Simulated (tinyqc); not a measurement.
Current crowding under a contact, resistor ladder against the transmission-line model: one step of the calculation.

A metal contact of length d and width W on a thin layer of the same width. The metal has no resistance, the sheet resistance under it equals Rsh, and current enters the layer at the front edge x = 0.

Question. The transmission-line result. Transfer length Lt = sqrt(rc/Rsh); front resistance Rc = (Rsh Lt/W) coth(d/Lt); end resistance Re = (Rsh Lt/W)/sinh(d/Lt). v(x) = I (Rsh Lt/W) cosh((d - x)/Lt)/sinh(d/Lt) at the cell centres x = (i - 1/2) d/n.

Values chosen for this exercise:
```
symbol,value,unit,meaning
Rsh,190,ohm/sq,sheet resistance of the semiconductor layer
rc,6.7e-8,ohm cm^2,specific contact resistivity
d,0.86,um,contact length
W,7.9,um,contact width
n,6,,cells
I,2,mA,current
```

Wanted: Lt; Rc; Re; v(x).

Answer.

Lt = 0.18778 um
Rc = 4.5173 ohm
Re = 0.092666 ohm
v(x), cell 1 to 6 (mV): 6.1690  2.8779  1.3465  0.6384  0.3207  0.1990

The ladder's Rc is 7.0 % above this value, with cells 0.76 Lt long.

Numbers from tinyqc (`OMP_NUM_THREADS=1 python tinyqc.py 2760146 2760147 out.jsonl`; about 0.01 s on one thread of a shared Intel Xeon 2.30GHz).
